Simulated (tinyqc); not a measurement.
Carrier statistics of a doped semiconductor with parabolic bands: one step. Intrinsic density and level. Three cases, with inputs chosen for the exercise.

Question. With Boltzmann statistics ni = sqrt(Nc Nv) exp(-Eg/2kT) and Ei = Eg/2 + (kT/2) ln(Nv/Nc), counted from Ev.

Case 1.

Eg = 3.4814168 eV
kT = 0.01292600 eV
Nc = 7.995049e+17 1/cm^3
Nv = 1.629770e+19 1/cm^3

Case 2.

Eg = 1.5096489 eV
kT = 0.00663535 eV
Nc = 5.747900e+16 1/cm^3
Nv = 1.235014e+18 1/cm^3

Case 3.

Eg = 3.4595722 eV
kT = 0.03016067 eV
Nc = 2.722978e+18 1/cm^3
Nv = 6.129807e+19 1/cm^3

Give: ni; Ei.

Answer.

Case 1.

ni = 1.18e-40 1/cm^3
Ei = 1.7602 eV

Ei lies 19.5 meV above midgap, towards the band with the smaller density of states.

Case 2.

ni = 1.05e-32 1/cm^3
Ei = 0.7650 eV

Ei lies 10.2 meV above midgap, towards the band with the smaller density of states.

Case 3.

ni = 1.60e-06 1/cm^3
Ei = 1.7767 eV

Ei lies 47.0 meV above midgap, towards the band with the smaller density of states.

Computed by tinyqc, one run a case: `OMP_NUM_THREADS=1 python tinyqc.py N N+1 out.jsonl` with N = 1682780, 1682789, 1682799; one thread of a shared Intel(R) Xeon(R) Processor @ 2.30GHz, about 0.01 s a run at most.
